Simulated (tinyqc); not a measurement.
Ellipsometry and reflectance of a transparent film on an absorbing substrate: one step of the calculation.

Air (index 1), film, substrate with N2 = n2 - i k2; time factor exp(+i w t). q_j = sqrt(N_j^2 - sin^2 th), root with positive real part. Fresnel coefficients r_s = (q_a - q_b)/(q_a + q_b), r_p = (N_b^2 q_a - N_a^2 q_b)/(N_b^2 q_a + N_a^2 q_b). tan(Psi) exp(i Delta) = R_p/R_s, Delta taken from 0 to 360 degrees.

Question. Interface coefficients and thickness period. q0, q1, q2 and the coefficients r01 and r12 for p and s; the results repeat in d with the period lam/(2 q1).

Values chosen for this exercise; indices close to those of a porous low-k film on silicon:
- lam = 632.8 nm (wavelength)
- th = 60 degrees (angle of incidence)
- n1 = 1.292 (index of the transparent film)
- n2 = 3.882 (index of the substrate)
- k2 = 0.019 (extinction coefficient of the substrate)

Find: q0; q1; q2; r01,p; r01,s; r12,p; r12,s; period.

Answer.

q0 = 0.50000
q1 = 0.95878
q2 = 3.7842-0.0195i
r01,p = -0.069226
r01,s = -0.31450
r12,p = 0.39162-0.00196i
r12,s = -0.59571+0.00166i
period = 330.00 nm

Numbers from tinyqc (`OMP_NUM_THREADS=1 python tinyqc.py 2870107 2870108 out.jsonl`; about 0.01 s on one thread of a shared Intel Xeon 2.30GHz).
